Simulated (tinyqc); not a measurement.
Space-charge-limited current with shallow traps: one step of the calculation.

One carrier type, drift only, an injecting contact at x = 0 (zero field) and thickness L. The share th = y/(1 + y), y = (Nc/Nt) exp(-Et/kB T), of the injected charge is free: J = q mu n F, eps0 eps_r dF/dx = q (n - n0)/th.

Task. The exact current. Exact: with u = n0/n(L), w = -u - ln(1 - u) and v = -u - u^2/2 - ln(1 - u), V = (q n0 L^2/(th eps0 eps_r)) v/w^2 and J = q^2 n0^2 mu L/(th eps0 eps_r w). v/w^2 falls steadily with u, so u follows by bisection.

Inputs (values chosen for the exercise):
```
symbol,value,unit,meaning
T,250,K,temperature
eps_r,6.8,,relative permittivity
mu,0.0019,cm^2/(V s),mobility
L,810,nm,thickness
Nc,2e19,cm^-3,band density of states
Nt,9.4e16,cm^-3,trap density
Et,0.41,eV,trap depth
n0,2e9,cm^-3,free carrier density in equilibrium
V,23,V,voltage
```

Constants: q = 1.602176634e-19 C, kB = 1.380649e-23 J/K, Vt = kB T/q, eps0 = 8.8541878128e-14 F/cm where lengths are in cm. Results are converted to the units shown.

Wanted: v/w^2; u; w; J; exit field over V/L.

Result.

v/w^2 = 7.609
u = 0.1587
w = 0.01410
J = 1.611e-6 A/cm^2
exit field over V/L = 1.479

J is 2.5 % below the plain sum of the two limits; the exit field lies between the ohmic 1 and the Mott-Gurney 1.5.

Range of the model: Diffusion and a field-dependent mobility are left out. With injecting contacts the diffusion current, about 4 pi^2 Vt th eps0 eps_r mu V/L^3, equals the Mott-Gurney current at V = 35 kB T/q (0.9 V at 300 K), so the drift-only result needs V well above that.

tinyqc, about 0.01 s, one thread, Intel Xeon 2.30GHz (shared host): `OMP_NUM_THREADS=1 python tinyqc.py 2370129 2370130 out.jsonl`
